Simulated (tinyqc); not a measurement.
Comparisons within one model: buckled dimers of a reconstructed (001) surface, two dangling bonds a dimer. A value that a table varies takes the place of the one given here.

In a dimer one atom moves up by z and the other down by z; the dangling bond of the up atom (more s-like) falls by gm z and that of the down atom rises by gm z. With all dimers tilted alike: H(k) = [[-gm z - 2 ta cos k, -tp - 2 tx cos k], [., gm z - 2 ta cos k]], k along the row in 1/a. Two electrons a dimer fill the lowest N of the 2N levels on the mesh k_j = (j + 1/2) pi/N. Total energy a dimer: W(z) = (2/N) sum of the filled levels + kf z^2. Repulsion between electrons is left out.

Parameters, chosen for this exercise (of the size met on Si(001); shifted at random, so the results belong to these values and not to a real crystal): tp = 0.19 eV (pi coupling inside a dimer); ta = 0.15 eV (coupling between like atoms along the row); tx = 0.01 eV (diagonal coupling along the row); gm = 1.62 eV/angstrom (shift of a dangling bond with height); kf = 5.9 eV/angstrom^2 (force constant of buckling); N = 16 (k points).

## Energy against buckling

W relative to z = 0; gap as lowest upper less highest lower level on 201 points from 0 to pi.

Per dimer (eV):
```
z (angstrom),band energy,elastic,W,gap
0.00,0.0000,0.0000,0.0000,-0.2200
0.05,-0.0165,0.0147,-0.0017,-0.1866
0.10,-0.0642,0.0590,-0.0052,-0.0999
0.15,-0.1567,0.1328,-0.0240,0.0177
0.20,-0.2910,0.2360,-0.0550,0.1520
0.30,-0.5834,0.5310,-0.0524,0.4443
0.40,-0.8902,0.9440,0.0538,0.7511
0.50,-1.2036,1.4750,0.2714,1.0644
0.60,-1.5204,2.1240,0.6036,1.3812
```

How do the results move?

W is lowest at z = 0.2 among these rows (-0.0550 eV). The band energy falls as z^2 at first and linearly, as -2 gm z, once gm z is far above tp, so the elastic term always wins at large z. The gap opens near z = 0.142 angstrom.

## Strong pi bonds keep dimers flat

tp is varied; z minimises W on 0 to 1 angstrom; gap on 201 points; charge moved: the mean of gm z/sqrt((gm z)^2 + h^2) over the mesh, h the off-diagonal element.

Against tp:
```
tp (eV),z (angstrom),gain (eV),gap (eV),charge moved (e)
0.10,0.2674,0.0643,0.2901,0.974
0.20,0.2452,0.0646,0.2902,0.893
0.30,0.2028,0.0474,0.2903,0.739
0.45,0.0000,0.0000,0.3000,0.000
0.60,0.0000,0.0000,0.6000,0.000
0.80,0.0000,0.0000,1.0000,0.000
1.00,0.0000,0.0000,1.4000,0.000
1.30,0.0000,0.0000,2.0000,0.000
1.60,0.0000,0.0000,2.6000,0.000
```

How do the results move?

Dimers buckle for tp up to 0.3 eV among these rows; for an isolated dimer the limit is gm^2/kf = 0.445 eV. While buckled, the splitting, on average over k, stays near 2 gm^2/kf = 0.890 eV whatever tp is, and beyond the limit it follows 2 tp; the gap is smaller by the width of the bands, about 4 ta = 0.60 eV.

## Tilting alike or in alternation

Alternation doubles the cell: sites L1, R1, L2, R2 with levels -gm z, +gm z, +gm z, -gm z, -tp inside a dimer, -2 ta cos k between L1-L2 and R1-R2, -2 tx cos k between L1-R2 and R1-L2, on k_j = (j + 1/2) pi/(2N); the lowest half of the levels is filled. Energies a dimer; gaps on these meshes.

Two patterns:
```
z (angstrom),W alike (eV),W alternating (eV),difference (meV),gap alike (eV),gap alternating (eV)
0.05,-0.4624,-0.4943,-32.0,-0.1837,0.1621
0.10,-0.4658,-0.5422,-76.4,-0.0971,0.3233
0.15,-0.4846,-0.5818,-97.2,0.0206,0.4850
0.20,-0.5156,-0.6048,-89.2,0.1549,0.6469
0.30,-0.5130,-0.5857,-72.7,0.4472,0.9698
0.40,-0.4068,-0.4666,-59.7,0.7540,1.2932
0.50,-0.1892,-0.2393,-50.1,1.0673,1.6164
```

What can be read from the table?

The lowest W listed is -0.5156 eV for like tilts and -0.6048 eV for alternation; the difference at equal z runs from -97.2 to -32.0 meV. With alternation ta joins filled up atoms to empty down atoms and gains energy in second order, about 2 ta^2/(gm z) a dimer at large z, while tx does so for like tilts; here ta = 0.15 and tx = 0.01 eV. At z = 0.3 the gap is 0.447 eV alike and 0.970 eV alternating.

## What each parameter does

z minimises W on 0 to 1 angstrom; gain over flat dimers; gap on 201 points from 0 to pi. Each row changes one parameter from the base and keeps the others.

Results:
```
case,z (angstrom),gain (eV),gap (eV)
base,0.2482,0.0657,0.2902
tp = 0.162 eV,0.2556,0.0646,0.2901
ta = 0.18 eV,0.2482,0.0021,0.1702
tx = 0.04 eV,0.2471,0.0712,0.2981
gm = 1.75 eV/angstrom,0.2760,0.1283,0.4386
kf = 5.31 eV/angstrom^2,0.2816,0.1070,0.3889
```

How do the results move?

The largest shifts from the base row, up to three for each result and ties (the steps differ in size, so this ranks the rows, not the parameters). z (angstrom): kf +0.0334, gm +0.0278, tp +0.0074; unchanged at the printed digits by ta. gain (eV): ta -0.0636, gm +0.0626, kf +0.0413. gap (eV): gm +0.1484, ta -0.1200, kf +0.0988.

Run: tinyqc, `OMP_NUM_THREADS=1 python tinyqc.py 1451407 1451408 out.jsonl`; Intel(R) Xeon(R) Processor @ 2.30GHz, one thread, shared host; about 0.02 s of CPU time with all checks.
